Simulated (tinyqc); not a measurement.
# Read current of a NAND string, cells in series solved by shooting, step by step

tinyqc, about 0.3 s, one thread, Intel Xeon 2.30GHz (shared host): `OMP_NUM_THREADS=1 python tinyqc.py 2142186 2142187 out.jsonl` Printed values are rounded.

Cells in series, numbered from 0 at the source line (0 V) to the bit line, each followed by a gap resistance Rg. A cell with gate Vg, threshold VT, source Vs and drain Vd passes I = 2 nf K Vt^2 [F(Vs) - F(Vd)]/(1 + th max(Vg - VT, 0)), F(V) = ln^2(1 + exp((Vg - VT - nf V)/(2 nf Vt))). The selected cell has Vg = Vr, the others Vg = Vp.

Inputs (values chosen for the exercise); values of the order met in vertical NAND strings: temperature T = 300 K; gain factor of a cell K = 13 uA/V^2; slope factor nf = 2.3; mobility reduction factor th = 0.19 1/V; resistance of the gap between cells Rg = 1.9 kohm; bit-line voltage Vbl = 0.4 V; pass voltage Vp = 6 V; read voltage on the selected word line Vr = 3.66 V.

Constants: q = 1.602176634e-19 C, kB = 1.380649e-23 J/K, Vt = kB T/q. Results are converted to the units shown.

## Step 1: node voltages for a trial current

first trial current = 0.81 uA
thresholds from the source end, cell 0 to 4 (V): -1.1  4.1  4.1  1.8  4.1

For a trial current I start at 0 V and, cell by cell (the selected one is cell 3), solve for the drain: sqrt(F(Vd)) = sqrt(F(Vs) - I/k), k = 2 nf K Vt^2/(1 + th max(Vg - VT, 0)), Vd = [Vg - VT - 2 nf Vt ln(exp(sqrt F) - 1)]/nf, then add I Rg.

node voltage after each cell and gap, trial 1, cell 0 to 4 (V): 0.02222249  0.07101624  0.1230751  0.1803558  0.2417690

## Step 2: node voltages for a trial current

second trial current = 1.1 uA

As before.

node voltage after each cell and gap, trial 2, cell 0 to 4 (V): 0.03021268  0.09791991  0.1723671  0.2582173  0.3566569

## Course of the secant iteration

Secant steps on the end voltage less Vbl, from the two trials; a trial above the saturation current of a cell has no solution and is moved halfway to the previous trial. Stop below 1e-9 V.

Course of the iteration:
```
iteration    I (uA)  end voltage - Vbl (V)  halvings
1          1.209407                7.93e-3         0
2          1.192480               -3.96e-4         0
3          1.193285               -3.63e-6         0
4          1.193293                1.66e-9         0
5          1.193293              -7.27e-15         0
```

Converged in 5 iterations to I = 1.1933 uA. The selected cell takes 23.6 % of the bit-line voltage and the gaps together 2.83 %.
